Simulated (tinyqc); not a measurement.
From results back to parameters: defect-molecule model of a vacancy with Jahn-Teller distortion. Two cases, with inputs chosen for the exercise.

Problem. With et the undistorted t2 level, Uc the repulsion of two electrons, I the Jahn-Teller coupling and k the force constant, the levels above Ev are E(2+/+) = et - E_JT, E(+/0) = et - 3 E_JT + Uc, the Stokes shift of the first transition is 2 E_JT, E_JT = 2 I^2/k and the distortion of the + state is 2 I/k. The values below come from hidden parameters.

Find: et, Uc; I; k.

Method. E_JT is half the Stokes shift; et = E(2+/+) + E_JT; Uc = E(+/0) - E(2+/+) + 2 E_JT; with Q the distortion, I = E_JT/Q and k = 2 E_JT/Q^2.

Case 1.

levels (eV): (2+/+) 0.18480, (+/0) 0.10440

Stokes shift = 0.230400 eV
distortion of + = 0.120000 angstrom

Solution.

et, Uc (eV): 0.300  0.150

I = 0.96 eV/angstrom
k = 16.0 eV/angstrom^2

Case 2.

levels (eV): (2+/+) 0.07896, (+/0) 0.09687

Stokes shift = 0.182084 eV
distortion of + = 0.097895 angstrom

Solution.

et, Uc (eV): 0.170  0.200

I = 0.93 eV/angstrom
k = 19.0 eV/angstrom^2

Computed by tinyqc, one run a case: `OMP_NUM_THREADS=1 python tinyqc.py N N+1 out.jsonl` with N = 1480029, 1480032; one thread of a shared Intel(R) Xeon(R) Processor @ 2.30GHz, about 0.01 s a run at most.
